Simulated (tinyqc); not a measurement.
Inside a calculation. Model: biaxially strained (001) channel, valley splitting in an inversion layer.

tinyqc, about 0.01 s, one thread, Intel Xeon 2.30GHz (shared host): `OMP_NUM_THREADS=1 python tinyqc.py 2530097 2530098 out.jsonl` Printed values are rounded.

A thin layer grown on a relaxed buffer is stretched in the plane. The two valleys with their long axis along the growth direction (D2) sink against the four in-plane ones (D4); confinement in a triangular well splits them too. Only the lowest subband of each set is kept; one relaxation time, so the weakening of intervalley scattering is left out.

Values chosen for this exercise; values close to those of silicon on relaxed silicon-germanium: temperature T = 300 K; germanium share of the relaxed buffer x = 0.35; lattice mismatch per unit x b1 = 0.0418; elastic constant c11 = 167 GPa; elastic constant c12 = 63.8 GPa; shear deformation potential Xu = 8.86 eV; longitudinal mass ml = 0.915 m0; transverse mass mt = 0.189 m0; confining field F = 0.83 MV/cm; inversion density Ns = 2.9e12 cm^-2; Burgers vector bv = 0.384 nm.

Constants: q = 1.602176634e-19 C, kB = 1.380649e-23 J/K, hbar = 1.054571817e-34 J s, m0 = 9.1093837015e-31 kg, Vt = kB T/q, hbar^2/(2 m0) = 0.0380998212 eV nm^2. Results are converted to the units shown.

## Strain, stress and splitting

e_par = b1 x, e_perp = -2 (c12/c11) e_par, splitting D = Xu (e_par - e_perp), in-plane stress (c11 + c12 - 2 c12^2/c11) e_par.

e_par = 1.463 %
e_perp = -1.117837 %
D = 228.6622 meV
stress = 2.663424 GPa

## Subband edges and densities of states

Levels E(m) = 2.33811 (hbar^2 q^2 F^2/(2 m))^(1/3): E2 = E(ml), E4 = E(mt) + D; N2 = 2 mt kB T/(pi hbar^2), N4 = 4 sqrt(mt ml) kB T/(pi hbar^2).

E2 = 0.1542000 eV
E4 = 0.4895201 eV
N2 = 4.082095e12 cm^-2
N4 = 1.796358e13 cm^-2

Of the gap E4 - E2 = 335 meV, confinement gives 107 meV.

## Iteration 1: critical thickness by substitution

h at the start = 10 nm

Critical thickness (Matthews-Blakeslee, 60-degree dislocations): h = bv (1 - nu/4)[ln(h/bv) + 1]/(4 pi e_par (1 + nu)), nu = c12/(c11 + c12). The right side gives h(new); e_par = b1 x.

h after iteration 1 = 6.488711 nm

## Iteration 2: critical thickness by substitution

As before.

h after iteration 2 = 5.829860 nm

## Course of the iteration: critical thickness by substitution

Stop when h changes by less than 1e-7 nm, or after 60 iterations.

Course of the iteration:
```
iteration    h (nm)  |change| (nm)
1          6.488711           3.51
2          5.829860          0.659
3          5.666762          0.163
4          5.623538         0.0432
5          5.611875         0.0117
6          5.608712        3.16e-3
7          5.607853        8.59e-4
8          5.607620        2.33e-4
9          5.607557        6.34e-5
10         5.607540        1.72e-5
11         5.607535        4.68e-6
12         5.607534        1.27e-6
13         5.607533        3.45e-7
14         5.607533        9.37e-8
```

Converged in 14 iterations. At the end each change is about 0.27 times the one before: linear convergence.

## Share of the light valleys and conductivity mass

EF = 0.1550849 eV

EF solves Ns = N2 ln(1 + exp((EF - E2)/Vt)) + N4 ln(1 + exp((EF - E4)/Vt)); f2 is the share in D2, and 1/mc = f2/mt + (1 - f2)(1/mt + 1/ml)/2.

f2 = 0.9999851
mc = 0.1890011 m0

Without strain f2 would be 0.910 and mc 0.196 m0, so repopulation alone gains 3.7 % in mobility.
